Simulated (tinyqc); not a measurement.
# From one set of inputs to another, one input at a time

Model: nucleation and growth of vacancy voids in a cooling silicon-like crystal. Computed by tinyqc, a small Python program. Command: `OMP_NUM_THREADS=1 python tinyqc.py 3026946 3026947 out.jsonl voids ladder`. One thread of a shared host (Intel(R) Xeon(R) Processor @ 2.30GHz), about 0.2 s of CPU time with the checks.

Spherical voids; vacancies are lost only to voids.

The inputs printed are set A. Inputs not listed in the table keep their values of set A, so the rows need not describe a real material.

Inputs (values chosen for the exercise, for a model crystal): vacancy density at the melting point C_m = 5.3e+14 1/cm^3; formation energy E_f = 3.74 eV; melting point T_m = 1685 K; diffusion prefactor D0 = 0.00051 cm^2/s; migration energy E_m = 0.45 eV; site density rho = 5e+22 1/cm^3; void surface energy gamma = 0.997 J/m^2; cooling rate q = 5.9 K/min; ratio (V/G)/xi_c = 2.34; limit of the excess at high V/G = 1.6e+14 1/cm^3; temperature of the worked step T = 1335 K; temperature step = 0.25 K.

Vacancy supply: from V/G.

Constants: k_B = 8.617333262e-05 eV/K; k_B = 1.380649e-23 J/K; e = 1.602176634e-19 C.

Method:
- C = C_x (u - 1)/(u + 0.2) with u = (V/G)/xi_c, a form chosen for the exercise.
- C_e = C_m exp[-(E_f/k_B)(1/T - 1/T_m)]; D = D0 exp(-E_m/(k_B T)); f = k_B T ln(C/C_e); r* = 2 gamma/(rho f); W* = 16 pi gamma^3/(3 rho^2 f^2); Z = f/sqrt(12 pi W* k_B T); I = rho Z (4 pi r* D C) exp(-W*/(k_B T)).
- March down from 1500 K in steps dT, dt = dT/q, with values at the upper end of each step: a class of I dt voids is born with r*; then all classes grow by r^2 += 2 D (C - C_e) dt/rho; C falls by the vacancies added to voids. Stop at 1150 K. T_n is the T of the largest I, N the final count (classes under 1e-6 /cm^3 are dropped), and the mean radius the number average.

Each row keeps all changes above it:
```
input moved                                  from      to  void density N (1/cm^3)  rate I (1/(cm^3 s))  W*/(k_B T)
set A                                           -       -               2.4628e+07           2.4808e+05      43.898
ratio (V/G)/xi_c                             2.34    1.21               6.7727e+07           1.6578e-11      79.580
diffusion prefactor D0 (cm^2/s)           0.00051  0.0018               1.0358e+07           5.8511e-11      79.580
limit of the excess at high V/G (1/cm^3)  1.6e+14   2e+14               8.6671e+06           5.7106e-07      70.676
void surface energy gamma (J/m^2)           0.997   0.974               8.5007e+06           6.8772e-05      65.897
cooling rate q (K/min)                        5.9      17               4.0993e+07           6.8772e-05      65.897
formation energy E_f (eV)                    3.74    3.86               4.0367e+07           6.4923e-02      59.101
```

Which inputs carry the difference?

Void density N goes from 2.46e7 to 4.04e7, a factor 1.64 in all. The largest single move comes from diffusion prefactor D0 (a factor 0.153), but it runs against the net change; the largest move in the direction of the net change is cooling rate q (a factor 4.82). Rate I goes from 248000 to 0.0649, a factor 2.62e-7 in all. The largest single move comes from ratio (V/G)/xi_c (a factor 6.68e-17), and limit of the excess at high V/G works against it (a factor 9760). W*/(k_B T) goes from 43.9 to 59.1, a factor 1.35 in all. The largest single move comes from ratio (V/G)/xi_c (a factor 1.81), and limit of the excess at high V/G works against it (a factor 0.888). The single moves hold for this order of the switches; the total does not depend on the order.

Caution (rows ratio (V/G)/xi_c, diffusion prefactor D0, limit of the excess at high V/G, cooling rate q): below about 1290 K vacancies bind to oxygen in crucible-grown crystals, which cuts nucleation off; that is left out.

Extremes, crossings and ranges named in words are read from the listed rows.
